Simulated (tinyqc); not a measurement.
Worked calculation: capillary instabilities by surface diffusion: grooving and agglomeration of films, edge retraction, wire break-up and smoothing of roughness. Computed by tinyqc, a small Python program that keeps every step. Command: `OMP_NUM_THREADS=1 python tinyqc.py 3016757 3016758 out.jsonl dewet walk`. One thread of a shared host (Intel(R) Xeon(R) Processor @ 2.30GHz), about 0.01 s of CPU time with the checks. Intermediate numbers are printed to about 6 digits and carried at full precision; extremes and crossings named in words are read from the listed rows.

Isotropic surface energy; shapes change by surface diffusion alone.

Inputs (values chosen for the exercise, for a model film):
```
quantity                                value        unit
surface energy gamma_s                   2.63       J/m^2
grain-boundary energy gamma_b             0.9       J/m^2
contact angle on the substrate theta      115     degrees
atomic volume Omega                      13.6  angstrom^3
surface sites nu                           11      1/nm^2
prefactor D0                          3.7e-06       m^2/s
activation energy Q                      2.45          eV
temperature T                            1717           K
time t                                    220           s
film thickness h                           31          nm
grain radius R                            290          nm
wire radius r                              12          nm
initial ripple over radius               0.05           -
roughness wavelength lambda                18          nm
```

Grooves: at the surface only.

Constants: k_B = 8.617333262e-05 eV/K; k_B = 1.380649e-23 J/K.

## The Mullins constant

B = D_s nu gamma_s Omega^2/(k_B T), D_s = D0 exp(-Q/(k_B T)).

D_s = 2.38180e-13 m^2/s

B = 53762.3 nm^4/s

length (B t)^(1/4) = 58.6442 nm

Lengths grow as t^(1/4): doubling one takes 16 times as long, or roughly 370 K more.

## Will grooves cut through?

Groove angle beta: sin(beta) = gamma_b/(2 gamma). For circular grains of radius R with spherical caps the groove ends (measured from the mean surface) at the depth R g(beta), g = (2 - 3 cos beta + cos^3 beta)/(3 sin^3 beta). The film parts if R g(beta_s) > h.

beta_s = 9.85194 degrees

sum of g = 0.0432001

critical R/h = 23.1481

final depth over h = 0.404130

The grooves stop short by this estimate; triple junctions groove deeper and may still open.

## Groove growth in time

Mullins' isolated groove: depth below the flat surface d = 0.780 m (B t)^(1/4), m = tan(beta_s), width between the ridges 4.6 (B t)^(1/4); time to reach h: (h/(0.780 m))^4/B.

groove depth = 7.94381 nm

groove width = 269.763 nm

time to reach the substrate = 51021.7 s

Caution: the grains are too small for the surface groove ever to reach the depth h.

## Retraction of a straight edge

A rim shaped as a circular segment with contact angle theta holds the area h x; its radius r obeys r^2 (theta - sin theta cos theta) = h x. To advance, the edge must carry a strip of the rim height H = r (1 - cos theta) over the rim, driven by the curvature 1/r over the distance r theta (the scaling argument of Brandon and Bradshaw): H dx/dt = B/(theta r^2) gives x^(5/2) = (5/2) B t c^(3/2)/(theta (1 - cos theta) h^(3/2)), c = theta - sin theta cos theta.

retraction x = 137.502 nm

rim height H = 60.0774 nm

present speed = 0.250004 nm/s

The rim is 1.9 times the film thickness. x goes as t^(2/5) h^(-3/5): thin films retract faster.

## Break-up of a free wire

A wire with r + A cos(k z) has dA/dt = (B/r^4) (kr)^2 [1 - (kr)^2] A: unstable for wavelengths above 2 pi r, fastest at kr = 1/sqrt 2 with the rate B/(4 r^4); break-up time about (4 r^4/B) ln(r/A0); each wavelength makes a sphere of radius (3 r^2 lambda_m/4)^(1/3).

fastest wavelength = 106.629 nm

break-up time = 4.62179 s

radius of the spheres = 22.5822 nm

t over the break-up time = 47.6006

The wire breaks up within t. Caution: faceting can stabilise wires along low-index directions.

## Smoothing against break-up

Roughness of wavelength lambda on a flat face decays as exp[-B (2 pi/lambda)^4 t]; the smoothing time is that for a factor e^3.

Times (s); the last column is (h/(0.780 tan beta_s))^4/B:
```
T (K)  B (nm^4/s)  smoothing  wire break-up  groove to depth h
1459         3385  0.0596982        73.4103             810405
1545         9457  0.0213677        26.2756             290067
1631        23638  0.0085484        10.5119             116044
1717        53762  0.0037585         4.6218              51022
1803       112788  0.0017915         2.2030              24320
1889       220703  0.0009156         1.1258              12429
2060       705938  0.0002862         0.3520               3886
```

All times share 1/B, so their ratios do not depend on T: break-up over smoothing is 1200. An anneal can smooth this roughness well before the wire breaks. Smoothing is safe for lambda well below 2 pi r, above which a ripple along the wire grows instead. B spans 2.3 decades over these rows.

Checks made by the program: g against the volume of a spherical cap (relative difference below 1e-10).
